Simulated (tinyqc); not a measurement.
A particle near a wafer in liquid: double-layer and van der Waals forces (DLVO), deposition barrier and removal. Changing the particle radius R. Computed by tinyqc, a small Python program. Command: `OMP_NUM_THREADS=1 python tinyqc.py 3113029 3113030 out.jsonl dlvo sweep`. One thread of a shared host (Intel(R) Xeon(R) Processor @ 2.30GHz), about 0.01 s of CPU time with the checks.

Sphere and flat wall, Derjaguin approximation, constant potentials in the linear-superposition form, no retardation and no hydration force.

Inputs (values chosen for the exercise, of the order of those for ceria on silica in water):
```
quantity                             value   unit
Hamaker constant A                 1.5e-20      J
potential of the particle psi_1         24     mV
potential of the wafer psi_2           -48     mV
salt concentration c               0.00091  mol/L
valence z of the symmetric salt          1      -
temperature T                          293      K
dielectric constant of the liquid     80.2      -
contact distance h0                    0.4     nm
contact radius over R                 0.13      -
viscosity                             0.76  mPa s
```

Constants: e = 1.602176634e-19 C; N_A = 6.02214076e+23 1/mol; eps_0 = 8.8541878128e-12 F/m; k_B = 1.380649e-23 J/K; k_B = 8.617333262e-05 eV/K.

Method. kappa^2 = 2 z^2 e^2 N_A (1000 c)/(eps eps_0 k_B T); gamma_i = tanh(z e psi_i/(4 k_B T)); Z = 64 pi eps eps_0 (k_B T/(z e))^2 gamma_1 gamma_2. Adhesion F_a = A R/(6 h0^2) [1 + a^2/(R h0)] - kappa Z R exp(-kappa h0), a the contact radius. Drag in a shear flow F_d = 1.7 x 6 pi mu R^2 G, acting at 1.4 R; rolling starts when 1.4 R F_d = a F_a. Wall shear stress = mu G.

One run for each value:
```
particle radius R (nm)  wall shear stress for rolling (Pa)  net adhesion F_a (pN)    kappa R
5                                                    11486              9.910e+01  4.948e-01
11                                                    6265              2.616e+02  1.089e+00
22                                                    4089              6.829e+02  2.177e+00
47                                                    2931              2.235e+03  4.651e+00
100                                                   2392              8.253e+03  9.897e+00
210                                                   2141              3.258e+04  2.078e+01
450                                                   2019              1.411e+05  4.453e+01
950                                                   1963              6.115e+05  9.402e+01
2000                                                  1937              2.674e+06  1.979e+02
```

Over the rows, wall shear stress for rolling (Pa) falls from 11500 to 1940 (exponent d ln y / d ln x -0.77 between the first rows and -0.018 between the last); net adhesion F_a (pN) rises from 99.1 to 2.67e6 (exponent d ln y / d ln x 1.2 between the first rows and 2.0 between the last); kappa R rises from 0.495 to 198 (exponent d ln y / d ln x about 1.0 throughout). At the high end the exponent of wall shear stress for rolling is -0.02, close to 0: the flattened contact adds adhesion as R^2. The smallest particle needs 5.93 times the shear stress of the largest.

Caution (rows 5.00, 11.0, 22.0): kappa R is not large, so the Derjaguin approximation is only rough at gaps of the order of the Debye length.

Extremes, crossings and ranges named in words are read from the listed rows.
